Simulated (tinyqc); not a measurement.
Through the band inversion: Shockley state of an s-p chain by decimation.

Each site has s at -d/2 and p at +d/2: H0 = diag(-d/2, d/2). The block to the next site on the right is H1 = [[-ts, u], [-u, tp]] (rows s, p of site n; columns s, p of site n + 1). Bulk: H(k) = [[-d/2 - 2 ts cos k, 2i u sin k], [-2i u sin k, d/2 + 2 tp cos k]]. The bands are inverted at k = pi if d < 2 (ts + tp).

Parameters, chosen for this exercise: ts = 0.86 eV (s-s hopping); tp = 0.73 eV (p-p hopping); u = 1.03 eV (s-p hopping).

d = f 2 (ts + tp). Gap edges from 201 k points; levels in the gap from an open chain of 60 sites (their mean, and the weight on the two end sites summed over them, divided by their number); a dash: none.

Against d:
```
f     d (eV)  top of lower band (eV)  bottom of upper band (eV)  levels in the gap  mean level (eV)  end weight
0.10   0.318                 -1.3010                     1.5610                  2           0.0130       0.973
0.30   0.954                 -0.9830                     1.2430                  2           0.0390       0.895
0.50   1.590                 -0.6650                     0.9250                  2           0.0650       0.737
0.70   2.226                 -0.3470                     0.6070                  2           0.0910       0.501
0.85   2.703                 -0.1085                     0.3685                  2           0.1105       0.273
1.15   3.657                 -0.1085                     0.3685                  0                -           -
1.30   4.134                 -0.3470                     0.6070                  0                -           -
1.60   5.088                 -0.8240                     1.0840                  0                -           -
```

What can be read from this table?

Levels in the gap appear for f = 0.1, 0.3, 0.5, 0.7 and 0.85 and for none of the other rows; the gap closes at f = 1. The level lies at 0.0130 eV for f = 0.1 and 0.1105 eV for f = 0.85, on the line E = d (ts - tp)/(2 (ts + tp)), and its end weight goes from 0.97 to 0.27: no shift of the surface potential is needed, the inversion alone binds it.

tinyqc: `OMP_NUM_THREADS=1 python tinyqc.py 1450124 1450125 out.jsonl`; about 0.3 s, one thread, shared Intel(R) Xeon(R) Processor @ 2.30GHz.
